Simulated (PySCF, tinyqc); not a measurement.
Ways to converge the cycle: SCF convergence aids in the 3-21g basis, for H3+, spin multiplicity 1. Computed by the program tinyqc with PySCF. 

Geometry (angstrom):

| atom | x | y | z |
|---|---|---|---|
| H | 0.0000 | 0.0000 | 0.0000 |
| H | 0.0000 | 0.0000 | 1.2560 |
| H | 0.0000 | 0.0000 | -1.2560 |

lowest restricted solution found by these runs and by PySCF = -1.141476 hartree

RHF with one setting changed at a time; a run stops when the energy changes by less than 1e-09 hartree and the error matrix is below 1e-5. The start is the Wolfsberg-Helmholz matrix. Damping d keeps d of the old density; a shift (hartree) raises the virtual levels; DIIS n extrapolates F over n matrices.

Largest element of the error matrix X^T (FDS - SDF) X:

| iteration | plain | damping 0.3 | damping 0.6 | shift 0.4 | DIIS 3 | DIIS 8 |
|---|---|---|---|---|---|---|
| 1 | 1.6e-01 | 1.6e-01 | 1.6e-01 | 1.6e-01 | 1.6e-01 | 1.6e-01 |
| 2 | 3.1e-02 | 7.0e-02 | 1.1e-01 | 6.1e-02 | 3.1e-02 | 3.1e-02 |
| 3 | 5.7e-03 | 3.0e-02 | 7.4e-02 | 2.4e-02 | 1.8e-03 | 1.8e-03 |
| 4 | 1.1e-03 | 1.3e-02 | 5.0e-02 | 9.2e-03 | 1.6e-04 | 1.6e-04 |
| 5 | 2.1e-04 | 5.6e-03 | 3.4e-02 | 3.7e-03 | 9.6e-06 | 1.3e-05 |
| 6 | 4.3e-05 | 2.4e-03 | 2.3e-02 | 1.5e-03 | 1.0e-06 | 1.5e-08 |
| 8 | 2.3e-06 | 4.5e-04 | 1.0e-02 | 3.0e-04 | - | - |
| 10 | - | 8.4e-05 | 4.7e-03 | 7.5e-05 | - | - |
| 14 | - | 3.1e-06 | 9.7e-04 | - | - | - |
| 20 | - | - | 9.2e-05 | - | - | - |
| 30 | - | - | 1.9e-06 | - | - | - |

How each run ends:

| run | iterations | E (hartree) | state |
|---|---|---|---|
| plain | 8 | -1.14148 | lowest found |
| damping 0.3 | 17 | -1.14148 | lowest found |
| damping 0.6 | 36 | -1.14148 | lowest found |
| shift 0.4 | 13 | -1.14148 | lowest found |
| DIIS 3 | 6 | -1.14148 | lowest found |
| DIIS 8 | 6 | -1.14148 | lowest found |

6 of 6 runs reach the lowest restricted solution found, in 6 to 36 iterations (fastest: DIIS 3, DIIS 8). Plain steps already contract here, so damping only slows them. DIIS 3 and DIIS 8 gain by cancelling the error over several earlier matrices, much as a quasi-Newton step does. The restricted reference is unstable here: a spin-polarised solution lies 0.0077 hartree lower (PySCF), so results built on it describe a poor reference.
